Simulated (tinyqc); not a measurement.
Transparency density and B against temperature: optical gain and spontaneous emission in a bulk direct-gap semiconductor.

Parabolic bands, vertical transitions, no excitons. For each hole band j: mr = me mj/(me + mj); joint density of states J_j(E) = (mr/c)^(3/2) sqrt(E - Eg)/(2 pi^2), both spins, c = hbar^2/2m0; averaged matrix element |e.p|^2 = m0 Ep/6; alpha_j(E) = 4 pi^2 alpha_f c Ep J_j/(3 nr E) in 1/angstrom (alpha_f the fine-structure constant, listed as alpha among the constants), times 1e8 for 1/cm.

F_j(eta) = (1/Gamma(j + 1)) integral_0^infinity x^j dx/(1 + exp(x - eta)), which tends to exp(eta) for eta << 0.

Quasi-Fermi levels: n = Nc F_1/2(Fc/kT) and p = Nv F_1/2(Fv/kT), Fc counted up from the conduction edge and Fv down from the valence edge; Nc, Nv from N = 2 (m kB T/(4 pi c))^(3/2) with c = hbar^2/2m0, in 1/angstrom^3; times 1e24 for 1/cm^3, with me and (mhh^(3/2) + mlh^(3/2))^(2/3).

For band j the electron sits at Ee = (E - Eg) mr/me above its edge and the hole at Eh = (E - Eg) mr/mj; fe = 1/(1 + exp((Ee - Fc)/kT)), fh = 1/(1 + exp((Eh - Fv)/kT)); gain g = sum_j alpha_j (fe + fh - 1).

Spontaneous rate: R = integral of (nr E/(hbar c))^2/(pi^2 hbar) sum_j alpha_j fe fh dE, with alpha in 1/cm and (nr E/(hbar c))^2 in 1/cm^2 (1e16 per 1/angstrom^2); B = R/(n p); lifetime n/R.

Constants: hbar^2/2m0 = 3.80998211 eV angstrom^2; fine-structure constant alpha = 0.007297352564; kB = 8.617333262e-05 eV/K; hbar = 6.58211957e-16 eV s; hbar c = 1973.269805 eV angstrom.

Parameters, chosen for this exercise (near those of InP; not measured data):
- Eg = 1.325 eV (direct gap)
- me = 0.0815 m0 (electron mass)
- mhh = 0.595 m0 (heavy-hole mass)
- mlh = 0.0891 m0 (light-hole mass)
- Ep = 20.5 eV (Kane energy)
- nr = 3.44 (refractive index)

Eg is held fixed; B is taken at n = 1e15 1/cm^3.

Results:

| T (K) | transparency density (1/cm^3) | Fc/kT there | B (cm^3/s) |
|---|---|---|---|
| 100 | 3.12e+17 | 1.969 | 6.99e-10 |
| 150 | 5.74e+17 | 1.969 | 3.83e-10 |
| 250 | 1.23e+18 | 1.969 | 1.80e-10 |
| 300 | 1.62e+18 | 1.969 | 1.37e-10 |
| 350 | 2.04e+18 | 1.969 | 1.09e-10 |
| 400 | 2.50e+18 | 1.969 | 9.00e-11 |
| 500 | 3.49e+18 | 1.969 | 6.50e-11 |

Give the missing row, T (K) = 200.

Computed row:
```
T (K)  transparency density (1/cm^3)  Fc/kT there  B (cm^3/s)
200                         8.83e+17        1.969    2.50e-10
```

Fc/kT at transparency stays at 1.969, since it depends on Nv/Nc alone, so the density goes as T^1.50. B goes as T^-1.48, against T^-1.5 for non-degenerate carriers: hot carriers spread over k and fewer pairs share a wave vector.

Program tinyqc; command `OMP_NUM_THREADS=1 python tinyqc.py 1681034 1681035 out.jsonl`; about 0.08 s on one thread of a shared Intel(R) Xeon(R) Processor @ 2.30GHz.
